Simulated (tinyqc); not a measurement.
# Long-channel MOSFET, surface-potential model: effects of single changes

n-channel transistor on a uniformly doped p-type body, gradual-channel approximation, constant mobility, Boltzmann statistics, full ionisation. Potentials are counted from the neutral body; V is the electron quasi-Fermi potential, Vsb at the source and Vsb + Vds at the drain. Charges are magnitudes per area.

Inputs (values chosen for the exercise); material values close to those of 4H silicon carbide:
- T = 350 K (temperature)
- Eg = 3.27 eV (band gap)
- eps_r = 9.57 (relative permittivity of the semiconductor)
- Nc = 2.13e19 cm^-3 (conduction-band density of states at T)
- Nv = 3.18e19 cm^-3 (valence-band density of states at T)
- Na = 9.6e17 cm^-3 (acceptor density of the body)
- eox = 24.9 (relative permittivity of the gate insulator)
- tox = 89 nm (insulator thickness)
- Vfb = -1.9 V (flat-band voltage)
- mu = 150 cm^2/(V s) (channel mobility)
- W = 2 um (gate width)
- L = 2 um (gate length)
- Vsb = 0 V (source-body reverse bias)
- Vgs = 4.97 V (gate-source voltage)
- Vds = 0.8 V (drain-source voltage)

Constants: q = 1.602176634e-19 C, kB = 1.380649e-23 J/K, Vt = kB T/q, eps0 = 8.8541878128e-14 F/cm where lengths are in cm. Results are converted to the units shown.

Each table varies one quantity; the others keep the values above.

## Output curve

ni = sqrt(Nc Nv) exp(-Eg/(2 Vt)), Eg in volts; phiF = Vt ln(Na/ni); Cox = eps0 eox/tox; gamma = sqrt(2 q eps0 eps_r Na)/Cox. The surface potential psi at channel potential V solves Vgs + Vsb - Vfb - psi = gamma sqrt(G), G = psi - Vt + Vt exp((psi - 2 phiF - V)/Vt). Charge sheet: Qi = Cox gamma [sqrt(G) - sqrt(psi - Vt)]; I = mu (W/L) [integral of Qi dpsi from psi_0 to psi_L (drift) + Vt (Qi0 - QiL) (diffusion)], with psi_0 at V = Vsb and psi_L at V = Vsb + Vds. Pao-Sah: Qi(V) = (Cox gamma/2) integral from 3 Vt to psi of exp((u - 2 phiF - V)/Vt)/sqrt(G(u, V)) du, and I = mu (W/L) integral of Qi dV from Vsb to Vsb + Vds. Square law: VT = Vfb + 2 phiF + gamma sqrt(2 phiF + Vsb), m = 1 + gamma/(2 sqrt(2 phiF + Vsb)), I = mu Cox (W/L) [(Vgs - VT) v - m v^2/2] with v the smaller of Vds and (Vgs - VT)/m, and zero below VT.

In this table Vgs = 5.08 V.

Results:

| Vds (V) | psi_L (V) | QiL (nC/cm^2) | I, charge sheet (uA) | I, Pao-Sah (uA) | I, square law (uA) |
|---|---|---|---|---|---|
| 0.03 | 3.168 | 39.77 | 0.1994 | 0.2006 | 0.3049 |
| 0.06 | 3.191 | 30.99 | 0.3582 | 0.3604 | 0.5567 |
| 0.1 | 3.218 | 20.34 | 0.5113 | 0.5144 | 0.8098 |
| 0.13 | 3.236 | 13.48 | 0.5869 | 0.5904 | 0.9377 |
| 0.17 | 3.254 | 6.488 | 0.6453 | 0.6492 | 1.026 |
| 0.2 | 3.262 | 3.180 | 0.6664 | 0.6704 | 1.034 |
| 0.27 | 3.269 | 0.3959 | 0.6810 | 0.6850 | 1.034 |
| 0.3 | 3.270 | 0.1495 | 0.6821 | 0.6862 | 1.034 |

Estimate the missing row, Vds = 0.23 V.

Computed row:

| Vds (V) | psi_L (V) | QiL (nC/cm^2) | I, charge sheet (uA) | I, Pao-Sah (uA) | I, square law (uA) |
|---|---|---|---|---|---|
| 0.23 | 3.267 | 1.372 | 0.6762 | 0.6802 | 1.034 |

With this row back in the table: The Pao-Sah current rises from 0.201 to 0.686 uA, while the charge at the drain end falls from 39.8 to 0.150 nC/cm^2. The current first comes within 1 % of its last value at Vds = 0.23 V among the rows listed; the square law saturates at (Vgs - VT)/m = 0.187 V. Over the last two rows psi_L moves by less than 1 mV: the drain has lost hold of the surface potential, so the current no longer grows. In the last row the charge sheet is 0.59 % below Pao-Sah and the square law 51 % above it. In every row the surface electron density at the source passes 0.3 Nc, where degeneracy and quantisation, left out here, matter.

## Effect of the source-body reverse bias

VT = Vfb + 2 phiF + gamma sqrt(2 phiF + Vsb), m = 1 + gamma/(2 sqrt(2 phiF + Vsb)). The swing is 20 mV/log10[I(VT - 0.14 V)/I(VT - 0.16 V)] of the charge-sheet current at the given Vds.

The same in every row: gamma (V^0.5) = 2.061.

Effect of the source-body reverse bias:

| Vsb (V) | VT (V) | m | swing (mV/decade) | I at Vgs, Vds (uA) |
|---|---|---|---|---|
| 0 | 4.783 | 1.588 | 113.0 | 0.2830 |
| 0.25 | 4.927 | 1.565 | 111.1 | 0.04683 |
| 0.5 | 5.066 | 1.545 | 109.5 | 0.003325 |
| 0.75 | 5.200 | 1.527 | 108.1 | 1.796e-4 |
| 1 | 5.329 | 1.511 | 106.8 | 9.848e-6 |
| 1.25 | 5.455 | 1.496 | 105.6 | 5.617e-7 |
| 1.5 | 5.577 | 1.482 | 104.6 | 3.332e-8 |

As Vsb goes from 0 to 1.5 V, VT rises from 4.78 to 5.58 V, the swing falls from 113 to 105 mV a decade and the current falls from 0.283 to 3.33e-8 uA. The swing is 2.4 % above m Vt ln 10 in the first row and 1.6 % above it in the last. The gate voltage is below VT in 5 of the 7 rows.

Program tinyqc, `OMP_NUM_THREADS=1 python tinyqc.py 2360089 2360090 out.jsonl`; Intel Xeon 2.30GHz, shared host, one thread, about 0.04 s.
